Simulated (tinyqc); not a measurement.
Donor or exciton in a quantum well (variational effective-mass method): one step, computed by the program tinyqc. Command: `OMP_NUM_THREADS=1 python tinyqc.py 3012708 3012709 out.jsonl welldonor walk`. One thread of a shared host (Intel(R) Xeon(R) Processor @ 2.30GHz), about 0.04 s of CPU time with the checks.

H = -nabla^2 - 2/|r - r_i| + V(z) in effective units; trial function psi = f(z) exp(-|r - r_i|/lambda), f the ground state of the well. Mass and screening are the same in well and barrier; l = L/a* is the width in effective units. Bands are flat: no polarisation or applied field.

Task: Best radius. k = pi/l; f = cos(k z) inside and zero outside; subband energy k^2 Ry*. Binding E_b(lambda) = -1/lambda^2 + 4 A/(lambda B), with A = int f^2 exp(-2 s/lambda) dz, B = int f^2 exp(-2 s/lambda)(1 + 2 s/lambda) dz and s = |z - z_i|; 40 Gauss-Legendre points on each piece between the walls at z = -l/2 and l/2 and z_i. Golden-section search for the maximum over lambda from 0.3 to 4, 40 steps.

Inputs (values chosen for the exercise, modelled on InAs): donor position z_i/L from the centre = 0.5.

Centre: donor. Barriers: infinite.

l = 0.5756397

Ry* = 1.475963 meV

a* = 31.26956 nm

Give: best lambda; binding in Ry*; binding energy; radius lambda a*.

Result:

best lambda = 1.080 a*

binding in Ry* = 1.618

binding energy = 2.389 meV

radius lambda a* = 33.76 nm

Confinement changes the binding by a factor 1.618 against the bulk value (limits: 4 in two dimensions, 1 inside a wide well, 1/4 on an infinite wall of a wide well).
